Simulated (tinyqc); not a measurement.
Angle of incidence: thin-film optics by transfer matrices.

Indices N = n + i k. Snell: N0 sin(theta) = N_j sin(theta_j), with Im(N_j cos theta_j) >= 0. Admittance y_j = N_j cos theta_j for s and N_j/cos theta_j for p. Phase delta_j = 2 pi N_j cos theta_j d_j/lambda. Layer matrix [[cos delta, -i sin delta/y], [-i y sin delta, cos delta]], multiplied from the top down to M. (B, C) = M (1, y_sub); r = (y0 B - C)/(y0 B + C), R = |r|^2, T = 4 Re y0 Re y_sub/|y0 B + C|^2, absorbed in the films 1 - R - T.

Ellipsometry: rho = tan(Psi) exp(i Delta) = -conj(r_p/r_s) with the r of the admittance formula, Delta in 0 to 360 degrees, so that a bare dielectric at small angles gives Delta = 180.

Inputs chosen for the exercise (indices near those of polySi, SiO2 on Si; not measured data):
```
symbol  value                  unit  meaning
lam     248                    nm    vacuum wavelength
n0      1                            ambient index
n       (1.691, 1.531, 1.599)        n of polySi, SiO2, substrate
k       (2.792, 0, 3.564)            k in the same order
d       (146, 15)              nm    thicknesses, top first
```

Both polarisations.

Stack:
```
theta (degrees)     R_s     R_p    Psi   Delta
0                0.5502  0.5502  45.00  180.00
15               0.5622  0.5381  44.37  177.92
30               0.5984  0.5007  42.45  171.33
45               0.6597  0.4352  39.08  158.76
55               0.7149  0.3761  35.95  144.97
60               0.7469  0.3441  34.17  135.33
65               0.7818  0.3142  32.37  122.86
70               0.8197  0.2939  30.91  106.42
75               0.8605  0.2989  30.51   84.89
80               0.9042  0.3633  32.37   58.41
85               0.9508  0.5568  37.43   29.32
```

How do the results move, and what explains it?

R_s and R_p agree at normal incidence (0.5502). R_p is lowest at 70 degrees of those listed (0.2939), where R_s = 0.8197; the top film absorbs, so there is only a pseudo-Brewster minimum. R_s rises steadily with the angle.

(tinyqc, `OMP_NUM_THREADS=1 python tinyqc.py 1682434 1682435 out.jsonl`, Intel(R) Xeon(R) Processor @ 2.30GHz, 1 thread, shared host, about 0.01 s.)
